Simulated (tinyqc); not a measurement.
Inside a calculation. Method: Ewald sum of point charges, caesium chloride, strained along z by a factor 1.07, lattice. Computed by tinyqc, a small Python program that keeps every step. Command: `OMP_NUM_THREADS=1 python tinyqc.py 21962 21963 out.jsonl` (the two numbers bound the seeds that draw the settings). One thread of a shared host (Intel(R) Xeon(R) Processor @ 2.60GHz), about 0.05 s of CPU time with the checks.

## Ewald sum with eta = 0.315 1/bohr

cell vectors (rows) (bohr):
```
           1          2          3
1  12.510000   0.000000   0.000000
2   0.000000  12.510000   0.000000
3   0.000000   0.000000  13.386000
```

Charges:
```
q                f1        f2        f3
1.000000   0.000000  0.000000  0.000000
-1.000000  0.500000  0.500000  0.500000
```

Real space: 1/2 sum q_i q_j erfc(eta r)/r over all images with r > 0; reciprocal space: (2 pi/V) sum_(G != 0) exp(-G^2/4 eta^2)/G^2 |S(G)|^2 with S(G) = sum q exp(i G.r); self term -eta/sqrt(pi) sum q^2; background -pi Q^2/(2 V eta^2), Q the total charge.

Real-space shells (first ones):
```
r (bohr)   pairs  sum (hartree)
11.092624     16      -5.59e-07
12.510000      8       8.01e-09
13.386000      4       3.70e-10
17.691812      8              0
18.321711     16              0
```

Reciprocal shells (first ones that count):
```
G^2 (1/bohr^2)  vectors  sum (hartree)
0.220322              2       0.062512
0.252258              4       0.100754
0.724838              8       0.021320
1.133547              8       0.004868
1.229355              8       0.003526
1.261290              8       0.003171
1.982899              2       0.000082
2.142579             16       0.000405
2.238387              8       0.000152
2.270323              4       0.000069
2.487415              8       0.000073
2.742903             16       0.000070
```

## The total does not depend on eta

The same sums for other eta.

Totals (hartree per cell):
```
eta            real  reciprocal       self  background        total
0.315000  -5.51e-07    0.197046  -0.355439    0.000000  -0.15839356
0.377000  -2.40e-09    0.267005  -0.425399    0.000000  -0.15839356
0.483000          0    0.386614  -0.545007    0.000000  -0.15839356
```

shortest distance = 11.092624 bohr

Madelung constant -E d / (formula units |q+ q-|) = 1.757000
